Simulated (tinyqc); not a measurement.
Grain-boundary trapping model (Seto) of a polycrystalline semiconductor film: one step, computed by the program tinyqc. Command: `OMP_NUM_THREADS=1 python tinyqc.py 3019470 3019471 out.jsonl poly walk`. One thread of a shared host (Intel(R) Xeon(R) Processor @ 2.30GHz), about 0.01 s of CPU time with the checks.

Grains of equal size L are joined by thin boundaries with one trap level. Trapped carriers deplete a width W on each side and raise a barrier, crossed by thermionic emission. Dopants are fully ionised, statistics are non-degenerate and mu_g does not depend on T.

Question. Barrier. N_c(T) = N_c (T/300 K)^(3/2). Filled traps Q = Q_t/(1 + (1/2) exp((E_t* - E_F)/k_B T)), where E_t* = e V_B - E_t and E_F are counted from the band edge at the grain centre. Partial depletion: Q = 2 N W, V_B = e N W^2/(2 eps eps_0), E_F = k_B T ln(N/N_c); solve for W. If that W would exceed L/2 the grain is fully depleted: W = L/2, Q = N L, and E_F follows from the trap equation. Centre density n_0 = N_c exp(E_F/k_B T).

Inputs (values chosen for the exercise, modelled on polycrystalline ZnO): permittivity eps = 8.3; effective density of states at 300 K, N_c = 3.8e+18 1/cm^3; grain size L = 100 nm; trap density Q_t = 2.4e+12 1/cm^2; trap level E_t below the band edge = 0.45 eV; doping N = 3.3e+16 1/cm^3; temperature T = 300 K.

Grain interior: resistance included.

Constants: k_B = 8.617333262e-05 eV/K; e = 1.602176634e-19 C; eps_0 = 8.8541878128e-12 F/m.

Give: depletion width W; barrier V_B; E_F; centre density n_0.

Answer.

depletion width W = 50 nm

barrier V_B = 0.08993 V

E_F = -0.4255 eV

centre density n_0 = 2.706e+11 1/cm^3

The grain is fully depleted, and n_0 is 8.20e-6 of N.
